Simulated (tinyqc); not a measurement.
From results back to parameters: valley splitting of a silicon quantum well in envelope theory. Two cases, with inputs chosen for the exercise.

Problem. A dot straddles a single atomic step, which shifts the valley phase by theta = q a/4 = pi k0 (k0 in 2 pi/a). With the share t of the electron on the upper terrace, Ev = Ev0 |1 - t + t exp(i theta)|. Ev was computed from a hidden t below one half.

Find: t (1 - t); t; Ev at t = 1/2.

Method. (Ev/Ev0)^2 = 1 - 2 t (1 - t)(1 - cos theta), a quadratic for t; at t = 1/2 the splitting is Ev0 |cos(theta/2)|.

Case 1.

Values chosen (out of a larger set: near those of a strained Si well in SiGe; not measured data): Ev0 = 206 micro-eV (splitting on a flat terrace); k0 = 0.838 2 pi/a (valley position).

Ev = 67.918 micro-eV

Solution.

t (1 - t) = 0.2379
t = 0.39
Ev at t = 1/2 = 51.9 micro-eV

Case 2.

Values chosen (out of a larger set: near those of a strained Si well in SiGe; not measured data): Ev0 = 246 micro-eV (splitting on a flat terrace); k0 = 0.828 2 pi/a (valley position).

Ev = 115.342 micro-eV

Solution.

t (1 - t) = 0.2100
t = 0.30
Ev at t = 1/2 = 65.7 micro-eV

Computed by tinyqc, one run a case: `OMP_NUM_THREADS=1 python tinyqc.py N N+1 out.jsonl` with N = 1281821, 1281922; one thread of a shared Intel(R) Xeon(R) Processor @ 2.30GHz, about 0.2 s a run at most.
